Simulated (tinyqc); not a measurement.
Averaged masses of warped heavy- and light-hole bands: one step. Masses along six directions. Two cases, with inputs chosen for the exercise.

Question. Give s and both masses.

Four-band hole energies E = c k^2 f(u), c = hbar^2/2m0, f = g1 -/+ 2 sqrt(g2^2 + 3 (g3^2 - g2^2) s), s = ux^2 uy^2 + uy^2 uz^2 + uz^2 ux^2 for the unit vector u; minus for heavy, plus for light holes; the mass along u is 1/f.

Give: Masses (m0).

Case 1.

Values chosen (out of a larger set: near those of InAs; not measured data): g1 = 19.73 (Luttinger gamma1); g2 = 8.61 (gamma2); g3 = 9.1 (gamma3).

Answer.

Masses (m0):
```
direction        s   heavy   light
[100]      0.00000  0.3984  0.0271
[110]      0.25000  0.5650  0.0265
[111]      0.33333  0.6536  0.0264
[210]      0.16000  0.4919  0.0267
[211]      0.25000  0.5650  0.0265
[411]      0.10185  0.4536  0.0268
```

The heavy mass grows by a factor of 1.64 from [100] to [111] while the light one shrinks by 3 %; 1/m_heavy + 1/m_light = 2 g1 in every direction.

Case 2.

Values chosen (out of a larger set: near those of GaP; not measured data): g1 = 4.08 (Luttinger gamma1); g2 = 0.49 (gamma2); g3 = 1.24 (gamma3).

Answer.

Masses (m0):
```
direction        s   heavy   light
[100]      0.00000  0.3226  0.1976
[110]      0.25000  0.5327  0.1592
[111]      0.33333  0.6250  0.1524
[310]      0.09000  0.3932  0.1780
[221]      0.29630  0.5817  0.1553
[331]      0.27424  0.5577  0.1571
```

The heavy mass grows by a factor of 1.94 from [100] to [111] while the light one shrinks by 23 %; 1/m_heavy + 1/m_light = 2 g1 in every direction.

Computed by tinyqc, one run a case: `OMP_NUM_THREADS=1 python tinyqc.py N N+1 out.jsonl` with N = 1050512, 1050661; one thread of a shared Intel(R) Xeon(R) Processor @ 2.30GHz, about 0.03 s a run at most.
